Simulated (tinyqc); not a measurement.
Non-parabolicity of the conduction band: eight-band Kane k.p model.

Eight-band Kane model, basis S, X, Y, Z times spin, zero of energy at the top of the unstrained valence band, c = hbar^2/2m0. Within each spin: H_SS = Eg + A c k^2, H_SX = i P kx (likewise Y, Z), H_XX = -Dso/3 + L kx^2 + M (ky^2 + kz^2), H_XY = N kx ky, and cyclic. Spin-orbit term (Dso/3) L.sigma on X, Y, Z with (L_k)_ij = -i epsilon_kij: <X+|H|Y+> = -i Dso/3, <X+|H|Z-> = Dso/3, <Y+|H|Z-> = -i Dso/3, <Z+|H|X-> = -Dso/3, <Z+|H|Y-> = i Dso/3, <X-|H|Y-> = i Dso/3, and their conjugates; + and - are the spin along z. Terms from inversion asymmetry are left out, so every level is twofold.

P = sqrt(Ep c); A = 1/me - Ep (Eg + 2 Dso/3)/(Eg (Eg + Dso)) keeps the electron mass; g1' = g1 - Ep/(3 Eg), g2' = g2 - Ep/(6 Eg), g3' = g3 - Ep/(6 Eg) remove the coupling to S that the Luttinger values already hold; L = -c (g1' + 4 g2'), M = -c (g1' - 2 g2'), N = -6 c g3'.

Constants: hbar^2/2m0 = 3.80998211 eV angstrom^2.

Values chosen for the exercise (near those of InSb; the results hold for these values, not for the real material): Eg = 0.241 eV (gap at Gamma to the s-like level); Dso = 0.825 eV (spin-orbit splitting); Ep = 24 eV (Kane energy); me = 0.0138 m0 (electron mass at Gamma); g1 = 35.04 (Luttinger gamma1); g2 = 15.53 (gamma2); g3 = 16.57 (gamma3); kmax = 0.1 1/angstrom (end of the path).

Unstrained, along [110], six points up to kmax. Parabolic: E = c k^2/me. Two-band form: E (1 + alpha E) = c k^2/me with alpha = (1 - me)^2/Eg. The column alpha(k) solves that form for alpha with the eight-band energy. Energies from the conduction edge.

Energies:

| \|k\| (1/angstrom) | parabolic (eV) | two-band (eV) | eight-band (eV) | alpha(k) (1/eV) | parabolic / eight-band |
|---|---|---|---|---|---|
| 0.0167 | 0.0767 | 0.0615 | 0.0617 | 3.926 | 1.242 |
| 0.0333 | 0.3068 | 0.1784 | 0.1803 | 3.889 | 1.701 |
| 0.0500 | 0.6902 | 0.3078 | 0.3125 | 3.866 | 2.208 |
| 0.0667 | 1.2270 | 0.4413 | 0.4491 | 3.858 | 2.732 |
| 0.0833 | 1.9173 | 0.5764 | 0.5869 | 3.861 | 3.266 |
| 0.1000 | 2.7609 | 0.7124 | 0.7249 | 3.874 | 3.809 |

alpha = 4.036 1/eV

At the last point the parabola lies a factor 3.81 above the eight-band value, and the two-band form 12.5 meV below it. Even the first point is more than 5 % off the parabola. alpha(k) goes from 3.926 to 3.874 1/eV, a spread of 1.7 % over this range; the simple rule gives 4.036, 3 % above the first value, as it knows neither Dso nor the remote terms.

tinyqc: `OMP_NUM_THREADS=1 python tinyqc.py 1080282 1080283 out.jsonl`; about 0.01 s, one thread, shared Intel(R) Xeon(R) Processor @ 2.30GHz.
